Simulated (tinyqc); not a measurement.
Order-disorder in a binary alloy on two sublattices: Bragg-Williams and pair (quasi-chemical) approximations: one step, computed by the program tinyqc. Command: `OMP_NUM_THREADS=1 python tinyqc.py 3000728 3000729 out.jsonl order walk`. One thread of a shared host (Intel(R) Xeon(R) Processor @ 2.30GHz), about 0.01 s of CPU time with the checks.

All z = 8 neighbours of a site lie on the other sublattice. B fills the sublattices with x + eta/2 and x - eta/2; energies are per site, from the pure components: u = -z w y with y the probability of an A-B bond taken in one order.

Problem. Critical temperatures. Bragg-Williams: k_B T_c = 2 z w x (1 - x). Pair approximation at x = 1/2: k_B T_c = w/ln(z/(z - 2)).

Inputs (values chosen for the exercise, for a model alloy): ordering energy w = (e_AA + e_BB)/2 - e_AB = 18.6 meV; fraction x of B = 0.5.

Lattice: bcc (B2 order, z = 8).

Constants: k_B = 8.617333262e-05 eV/K.

Give: T_c, Bragg-Williams; T_c, pair approximation at x = 1/2.

Solution.

T_c, Bragg-Williams = 863.38 K

T_c, pair approximation at x = 1/2 = 750.29 K

At x = 1/2 the pair value is 0.869 of the Bragg-Williams one; the ratio tends to 1 as z grows.
